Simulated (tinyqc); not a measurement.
# Inputs raised by 5 %, one at a time

Model: Keating valence-force model of a tetrahedral crystal. Computed by tinyqc, a small Python program. Command: `OMP_NUM_THREADS=1 python tinyqc.py 3013171 3013172 out.jsonl keating sens`. One thread of a shared host (Intel(R) Xeon(R) Processor @ 2.30GHz), about 0.2 s of CPU time with the checks.

Atom A sits at 0 and atom B at a/4 (1,1,1) of an fcc lattice; the four bonds from A are t = a/4 (1,1,1), a/4 (1,-1,-1), a/4 (-1,1,-1), a/4 (-1,-1,1), of length d = sqrt(3) a/4. Energy: E = (3 alpha/(8 d^2)) sum over bonds (r.r - d^2)^2 + (3 beta/(8 d^2)) sum over pairs of bonds at one atom (r_i.r_j + d^2/3)^2, with beta_A for the six pairs at A and beta_B for the six at B. The cell holds two atoms, Omega = a^3/4. 1 N/m = 1 J/m^2. With constants fitted to the elastic moduli this model puts optical and zone-boundary frequencies of real crystals too high, by up to about 20 % in elemental crystals and up to about 50 % in compounds, and mostly by more for TA modes; in compounds the lattice part of the static dielectric constant then comes out too low.

Inputs (values chosen for the exercise, modelled on gallium antimonide):

| quantity | value | unit |
|---|---|---|
| lattice constant a | 6.096 | angstrom |
| mass M_A | 69.72 | u |
| mass M_B | 121.76 | u |
| bond stretching alpha | 31.9 | N/m |
| bond bending beta_A | 6.92 | N/m |
| bond bending beta_B | 6.92 | N/m |
| Born charge Z* | 1.96 | e |
| eps_inf | 14.4 | - |
| mesh divisions n | 6 | - |
| temperature T | 200 | K |

Structure: zinc blende.

Constants: nu for 1 eV/(angstrom^2 u) = 15.6333042 THz; 1 eV/angstrom^2 = 16.02176634 J/m^2; 1 THz = 33.35640952 1/cm; e^2/(4 pi eps_0) = 14.39964548 eV angstrom; h x 1 THz = 4.135667696 meV; k_B = 8.617333262e-05 eV/K.

Method:
- beta = (beta_A + beta_B)/2; C11 = (alpha + 3 beta)/a, C12 = (alpha - beta)/a, C44 = 4 alpha beta/(a (alpha + beta)); with the two sublattices clamped C44(0) = (alpha + beta)/a; internal-strain parameter zeta = (alpha - beta)/(alpha + beta); B = (C11 + 2 C12)/3.
- beta = (beta_A + beta_B)/2; mu = M_A M_B/(M_A + M_B); lambda = 4 (alpha + beta)/mu with the springs in eV/angstrom^2; nu = 15.6333042 THz x sqrt(lambda).
- The long-range field adds 4 pi Z*^2 (e^2/(4 pi eps_0))/(eps_inf Omega mu) to lambda for the longitudinal mode at q -> 0; lambda = (nu/15.6333042 THz)^2; eps_0 = eps_inf (nu_LO/nu_TO)^2 (Lyddane-Sachs-Teller; here eps_0 is the static dielectric constant).
- With displacements u exp(i q.r), each bracket changes by g.u, where g = (g_A, g_B): bond t, g = (-2 t, 2 t exp(i q.t)); pair (i, j) at A, g = (-(t_i + t_j), t_i exp(i q.t_j) + t_j exp(i q.t_i)); pair at B, g = (-t_i exp(-i q.t_j) - t_j exp(-i q.t_i), t_i + t_j). Then D_mn = sum over the 4 bonds and 12 pairs of (4 k/a^2) conj(g_m) g_n / sqrt(M_m M_n), with k = alpha or beta converted to eV/angstrom^2. Only the short-range forces enter; the Coulomb field of the charges is left out.
- An eigenvalue lambda of D in eV/(angstrom^2 u) gives nu = 15.6333042 THz x sqrt(lambda).
- Take the lowest frequency at X = (1, 0, 0) 2 pi/a, the transverse acoustic (TA) mode.
- Mesh: q = sum_i (m_i + 1/2)/n b_i, m_i = 0..n-1, with b = [[-1, 1, 1], [1, -1, 1], [1, 1, -1]] in 2 pi/a; sums over the six modes are averaged over the n^3 points and halved, per atom.
- With x = h nu/(k_B T) and n = 1/(exp(x) - 1) for each mode: F = k_B T [x/2 + ln(1 - exp(-x))], U = k_B T x (n + 1/2), S/k_B = x n - ln(1 - exp(-x)), C/k_B = x^2 n (n + 1).
- The acoustic share counts the three lowest modes at each q; zero-point energy = sum h nu/2.

Runs:

| input moved | from | to | C11 (GPa) | static dielectric constant | TA frequency at X (THz) | zero-point energy (meV/atom) |
|---|---|---|---|---|---|---|
| base run | - | - | 86.385 | 15.666 | 2.9407 | 30.214 |
| lattice constant a (angstrom) | 6.096 | 6.4008 | 82.271 | 15.494 | 2.9407 | 30.214 |
| mass M_A (u) | 69.72 | 73.206 | 86.385 | 15.666 | 2.9188 | 29.792 |
| mass M_B (u) | 121.76 | 127.848 | 86.385 | 15.666 | 2.8904 | 29.908 |
| bond stretching alpha (N/m) | 31.9 | 33.495 | 89.001 | 15.616 | 2.9424 | 30.741 |
| bond bending beta_A (N/m) | 6.92 | 7.266 | 87.236 | 15.661 | 2.9764 | 30.322 |
| eps_inf | 14.4 | 15.12 | 86.385 | 16.386 | 2.9407 | 30.214 |
| temperature T (K) | 200 | 210 | 86.385 | 15.666 | 2.9407 | 30.214 |

Exponents ln(y'/y) / ln(x'/x):

| input | C11 | static dielectric constant | TA frequency at X | zero-point energy |
|---|---|---|---|---|
| lattice constant a | -1.000 | -0.227 | 0.000 | 0.000 |
| mass M_A | 0.000 | 0.000 | -0.153 | -0.288 |
| mass M_B | 0.000 | 0.000 | -0.354 | -0.208 |
| bond stretching alpha | 0.612 | -0.065 | 0.012 | 0.355 |
| bond bending beta_A | 0.201 | -0.007 | 0.247 | 0.073 |
| eps_inf | 0.000 | 0.921 | 0.000 | 0.000 |
| temperature T | 0.000 | 0.000 | 0.000 | 0.000 |

To which inputs is each result most sensitive?

Among the inputs moved here: C11 answers most in size to lattice constant a (exponent -1.000), next to bond stretching alpha (+0.612); its exponent is below 0.0005 for mass M_A, mass M_B, eps_inf, temperature T. Its exponent -1.000 in lattice constant a: at fixed alpha and beta every C scales as 1/a. Static dielectric constant answers most in size to eps_inf (exponent +0.921), next to lattice constant a (-0.227); its exponent is below 0.0005 for mass M_A, mass M_B, temperature T. TA frequency at X answers most in size to mass M_B (exponent -0.354), next to bond bending beta_A (+0.247); its exponent is below 0.0005 for lattice constant a, eps_inf, temperature T. zero-point energy answers most in size to bond stretching alpha (exponent +0.355), next to mass M_A (-0.288); its exponent is below 0.0005 for lattice constant a, eps_inf, temperature T.
